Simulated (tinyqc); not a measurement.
# Rectangular fin or nanosheet with a gate all round, subbands and threshold shift from confinement: what changes with what

Undoped body with a flat potential across it, hard walls, transport along x. Three valley pairs (g = 2 each) with the longitudinal mass along x, y or z. Non-parabolicity enters the subband edges through E (1 + al E) = gamma, so E = 2 gamma/(1 + sqrt(1 + 4 al gamma)); motion within a subband is taken as parabolic with the band-edge mass. Energies are counted from the bulk band edge.

Parameters, values chosen for the exercise; masses close to those of silicon:
- T = 400 K (temperature)
- ml = 0.917 m0 (longitudinal mass)
- mt = 0.194 m0 (transverse mass)
- al = 0.5 1/eV (non-parabolicity)
- t = 2.1 nm (width (along y))
- dl = 0 nm (widening of the box by penetration into the insulator)
- Cg = 1.6 uF/cm^2 (gate capacitance per area of interface)
- H = 12.6 nm (height (along z))

Constants: q = 1.602176634e-19 C, kB = 1.380649e-23 J/K, hbar = 1.054571817e-34 J s, m0 = 9.1093837015e-31 kg, Vt = kB T/q, hbar^2/(2 m0) = 0.0380998212 eV nm^2. Results are converted to the units shown.

Each table varies one quantity; the others keep the values above.

## Confinement against the height

gamma = C pi^2 [a^2/(my (t + dl)^2) + b^2/(mz (H + dl)^2)], C = hbar^2/(2 m0). Each subband has N_k = g sqrt(2 mx m0 kB T/(pi hbar^2)); without degeneracy n = exp(EF/Vt) sum N_k exp(-E_k/Vt). Classical value Nc times t H, Nc = sum over valleys of 2 g (m m0 kB T/(2 pi hbar^2))^1.5 with m = (mx my mz)^(1/3). Threshold shift dVT = Vt ln(classical value/sum N_k exp(-E_k/Vt)). With degeneracy n = sum N_k F((EF - E_k)/Vt), F(x) = (1/sqrt(pi)) int_0^infinity u^(-1/2) du/(1 + exp(u - x)); gate: Vg = EF + q n/(Cg P), P = 2 (t + H), summed over the 60 lowest subbands at most, with Vg counted from the value that would put EF at the bulk band edge of an empty body. The last two columns are for Vg = 0.6 V; sensitivity d(dVT)/dH by central differences between 0.99 and 1.01 times the value.

Confinement against the height:
```
H (nm),E_1 (meV),gap to the next edge (meV),dVT (mV),sensitivity (mV/nm),n/P (cm^-2),share of the lowest subband (%)
1.3,537.6,327.8,489.7,-216.4,1.188e12,99.99
1.8,460.2,83.32,420.4,-105.0,1.784e12,90.15
2.6,326.4,87.91,299.5,-143.2,2.831e12,88.98
3.8,206.0,185.3,194.7,-49.28,3.687e12,98.02
5.5,146.4,156.9,147.6,-14.57,4.027e12,95.18
8,116.5,78.61,127.6,-4.313,4.231e12,74.79
12,101.3,36.08,117.7,-1.439,4.380e12,51.84
17,95.16,18.22,112.9,-0.6249,4.463e12,36.82
```

What does the table show?

As H grows from 1.3 to 17 nm, E_1 falls from 538 to 95.2 meV and dVT falls from 490 to 113 mV. E_1 goes as H^(-0.48) at the thin end; an error of 0.2 nm moves the threshold by 43 mV in the first row and 0.12 mV in the last. The charge per interface area rises from 1.19e12 to 4.46e12 cm^-2. For H = 12, 17 the charge in the last two columns would bend the potential across the body noticeably, which is left out.

## Charge and subband filling against gate voltage

Same model as above.

Each subband has N_k = g sqrt(2 mx m0 kB T/(pi hbar^2)). Cq = q dn/dEF.

Charge and subband filling against gate voltage:
```
Vg (V),EF - E_1 (eV),n (cm^-1),n/P (cm^-2),share of the lowest subband (%),Cq/(Cg P),total C/(Cg P)
-0.05,-0.1530,8.248e4,2.806e10,67.16,0.08098,0.07491
0.07,-0.06435,1.003e6,3.413e11,65.76,0.9178,0.4786
0.2,-0.01565,3.390e6,1.153e12,62.15,2.610,0.7230
0.33,0.01449,6.322e6,2.150e12,57.87,4.021,0.8009
0.45,0.03630,9.205e6,3.131e12,53.96,4.955,0.8321
0.57,0.05534,1.217e7,4.139e12,50.32,5.630,0.8492
0.7,0.07415,1.543e7,5.250e12,46.77,6.176,0.8606
0.82,0.09040,1.848e7,6.286e12,43.83,6.585,0.8682
0.95,0.1071,2.181e7,7.417e12,41.01,6.990,0.8748
```

What does the table show?

EF passes E_1 = 0.100 eV at Vg = 0.262 V. The share of the lowest subband falls from 67.2 to 41.0 % and the total capacitance rises from 0.0749 to 0.875 of Cg P. In the last row 13 % of an added gate voltage goes into raising EF (from the last two rows). For Vg = 0.57, 0.7, 0.82, 0.95 the charge would bend the potential across the body noticeably, which is left out.

Numbers from tinyqc (`OMP_NUM_THREADS=1 python tinyqc.py 2350001 2350002 out.jsonl`; about 0.1 s on one thread of a shared Intel Xeon 2.30GHz).
